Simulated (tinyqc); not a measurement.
Input admittance of a MOSFET at zero drain bias: distributed channel and distributed gate: one step of the calculation.

Source and drain grounded, strong inversion, w = 2 pi f, Cox = eps0 eox/tox. The channel is an RC line of resistance 1/(mu Cox Vo) per square fed from both ends, so one finger has the intrinsic admittance y = i w Cox L tanh(g)/g per width, g = (1/2) sqrt(i w tau), tau = L^2/(mu Vo). The vertical resistance rv/L is in series with y, the overlaps 2 i w Cov in parallel: y_t = 1/(1/y + rv/L) + 2 i w Cov. The gate strip is a line of Rsh/L per length loaded by y_t, so a finger has Y = y_t Wf tanh(k)/k, k = (Wf/sd) sqrt(y_t Rsh/L); the device has Nf Y.

Task. Admittance of the channel and stack per width. tau, g, c = Cox L, y and y_t as defined.

Parameters, values chosen for the exercise; values of the order met in silicon radio-frequency transistors:
```
symbol,value,unit,meaning
eox,3.9,,relative permittivity of the gate insulator (close to silicon dioxide)
tox,2.6,nm,insulator thickness
L,1.5,um,channel length
mu,200,cm^2/(V s),channel mobility
Vo,0.38,V,gate overdrive
rv,0,ohm um^2,vertical resistivity of the gate stack
Cov,0.29,fF/um,overlap and fringe capacitance on each side
f,3,GHz,frequency
```

Constants: eps0 = 8.8541878128e-14 F/cm where lengths are in cm. Results are converted to the units shown.

Wanted: tau; g; c; y; y_t.

Result.

tau = 296.1 ps
g = 0.8352+0.8352i
c = 19.92 fF/um
y = 132.9+301.6i uS/um
y_t = 132.9+312.6i uS/um

w tau = 5.58, and Im y is 0.803 of w c.

Computed by the program tinyqc: `OMP_NUM_THREADS=1 python tinyqc.py 2262247 2262248 out.jsonl`, one thread of a shared Intel Xeon 2.30GHz, about 0.01 s for the whole run.
